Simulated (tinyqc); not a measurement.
What moves the results: shallow acceptor in the spherical four-band model. A value that a table varies takes the place of the one given here.

The ground state 1S3/2 has an L = 0 part f(r) and an L = 2 part g(r). In units of Ry* and a*, with Gaussians f_i = exp(-a_i r^2), g_i = r^2 exp(-a_i r^2), A = a_i + a_j and I(n) = Gamma((n + 1)/2)/(2 A^((n + 1)/2)): S_ff = I(2), S_gg = I(6), H_ff = (6 a_i a_j/A) I(2) - 2 I(1), H_gg = (14 a_i a_j/A) I(6) - 2 I(5), H_fg = -mu [15 I(2) - 20 a_j I(4) + 4 a_j^2 I(6)]; each function is then normalised. The split-off band is left out.

Converged values use 22 exponents 2.2^i, i = -7 to 14, for f and for g.

Units Ry* = Ry/(g1 eps^2) and a* = a0 eps g1; mu = (6 g3 + 4 g2)/(5 g1) is the spherical heavy-light coupling and delta = (g3 - g2)/g1 the cubic term, which is left out.

Constants: Ry = 13.60569312 eV; a0 (Bohr radius) = 0.5291772105 angstrom.

Inputs chosen for the exercise (near those of a shallow acceptor in Si, where the small spin-orbit splitting and strong warping make this model rough; shifted at random, so the results belong to these values and not to a real crystal):

| symbol | value | unit | meaning |
|---|---|---|---|
| mus | (0.07, 0.39, 0.45, 0.68, 0.71, 0.85, 0.88) |  | couplings |
| rc | 1.3 | angstrom | radius of the central cell |
| Vs | (3, 1, 0, -1, -2, -3, -4) | eV | central-cell strengths |
| g1 | 4.27 |  | Luttinger gamma1 |
| g2 | 0.34 |  | gamma2 |
| g3 | 1.44 |  | gamma3 |
| eps | 11.8 |  | dielectric constant |

## Strength of the heavy-light coupling

Ry* = 22.8838 meV

Converged values in Ry* and a*; the heavy-mass hydrogen model gives 1/(1 - mu).

Results:

| mu | binding (Ry*) | 1/(1 - mu) | ratio | L = 2 weight | <r> (a*) | binding (meV) |
|---|---|---|---|---|---|---|
| 0.07 | 1.004 | 1.075 | 0.934 | 0.002 | 1.494 | 23.0 |
| 0.39 | 1.161 | 1.639 | 0.708 | 0.066 | 1.322 | 26.6 |
| 0.45 | 1.228 | 1.818 | 0.675 | 0.088 | 1.260 | 28.1 |
| 0.68 | 1.768 | 3.125 | 0.566 | 0.210 | 0.913 | 40.4 |
| 0.71 | 1.906 | 3.448 | 0.553 | 0.230 | 0.853 | 43.6 |
| 0.85 | 3.309 | 6.667 | 0.496 | 0.341 | 0.513 | 75.7 |
| 0.88 | 4.038 | 8.333 | 0.485 | 0.369 | 0.425 | 92.4 |

What can be read from the table?

The binding starts as 1 + O(mu^2), 1.004 at mu = 0.07, since the coupling enters in second order, and reaches 4.04 at mu = 0.88. The ratio to the heavy-mass model falls from 0.93 to 0.48, towards about 0.44 as mu goes to 1: the bound hole is only partly heavy. The L = 2 weight grows to 0.37 and the radius shrinks by a factor 3.5.

## Central-cell correction

mu = 0.46838
a* = 26.663 angstrom

A short-range term V exp(-r^2/rc^2) is added (negative: attracts the hole); its elements are V S (A/(A + 1/rc^2))^(3/2) for f and ^(7/2) for g, in the same units.

Results:

| V (eV) | 1S binding (meV) | 2S binding (meV) | <r> (angstrom) | L = 2 weight |
|---|---|---|---|---|
| 3.0 | 27.7 | 7.69 | 34.1 | 0.095 |
| 1.0 | 28.3 | 7.77 | 33.4 | 0.096 |
| 0.0 | 28.6 | 7.81 | 33.0 | 0.096 |
| -1.0 | 29.0 | 7.86 | 32.6 | 0.096 |
| -2.0 | 29.5 | 7.92 | 32.1 | 0.097 |
| -3.0 | 30.0 | 7.99 | 31.5 | 0.097 |
| -4.0 | 30.7 | 8.06 | 30.9 | 0.098 |

What can be read from the table?

From V = 0 to -4 eV the 1S binding grows by 2.0 meV (7 %) and the 2S binding by 0.25 meV, so the chemical shift sits mainly in the ground state. A repulsion of 3 eV removes 0.9 meV. The slope is 0.63 meV per eV over the last step against 0.31 on the repulsive side, since attraction pulls the state into the cell; over this range the level stays shallow.

## What each parameter does

Converged values. Each row changes one parameter from the base and keeps the others.

Results:

| case | mu | Ry* (meV) | binding (meV) | <r> (angstrom) |
|---|---|---|---|---|
| base | 0.468 | 22.88 | 28.65 | 33.0 |
| g1 = 4.61 | 0.434 | 21.20 | 25.60 | 36.8 |
| g2 = 0.29 | 0.459 | 22.88 | 28.36 | 33.3 |
| g3 = 1.32 | 0.435 | 22.88 | 27.66 | 34.0 |
| eps = 10.9 | 0.468 | 26.82 | 33.57 | 30.5 |

What does this show?

The largest shifts from the base row, up to three for each result and ties (the steps differ in size, so this ranks the rows, not the parameters). mu: g1 -0.035, g3 -0.034, g2 -0.009; unchanged at the printed digits by eps. Ry* (meV): eps +3.93, g1 -1.69; unchanged at the printed digits by g2 and g3. binding (meV): eps +4.93, g1 -3.04, g3 -0.98. <r> (angstrom): g1 +3.7, eps -2.5, g3 +1.0. g1 acts twice: it lowers Ry* and it lowers mu.

(tinyqc, `OMP_NUM_THREADS=1 python tinyqc.py 1282607 1282608 out.jsonl`, Intel(R) Xeon(R) Processor @ 2.30GHz, 1 thread, shared host, about 0.04 s.)
